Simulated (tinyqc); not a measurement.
A finite superlattice with mass mismatch, transfer matrices: one step of the calculation.

One electron of energy E comes from the left lead (band edge 0); no transverse momentum. Parabolic bands, masses in units of m0, C = hbar^2/(2 m0); psi and psi'/m are continuous at every interface. N periods of a barrier d1 followed by a well Lw; the right lead equals the left one.

Task. N periods by the Chebyshev identity. x = (M11 + M22)/2 of one period. For |x| < 1 the energy lies in a miniband and cos(th) = x; for |x| > 1 it lies in a gap and cosh(g) = |x|. M^N = U_(N-1)(x) M - U_(N-2)(x) 1, with U_n = sin((n + 1) th)/sin th in a band and sign(x)^n sinh((n + 1) g)/sinh g in a gap.

Values chosen for this exercise: number of periods N = 4.

M of one period:
```
            1            2
1  0.52407133  0.026403605
2   2.2027636    2.0191162
```

Wanted: x; g; U_(N-1); U_(N-2); M^N.

Result.

x = 1.2716
g = 0.72128
U_(N-1) = 11.362
U_(N-2) = 5.4678

M^N:
```
         1        2
1  0.48694  0.30001
2   25.029   17.474
```

The energy lies in a gap: for large N each further period divides T(E) by exp(2 g) = 4.23.

Range of the model: Masses are held fixed, although real bands cease to be parabolic a few tenths of an eV from their edges (inside a barrier too).

Computed by the program tinyqc: `OMP_NUM_THREADS=1 python tinyqc.py 2560131 2560132 out.jsonl`, one thread of a shared Intel Xeon 2.30GHz, about 0.01 s for the whole run.
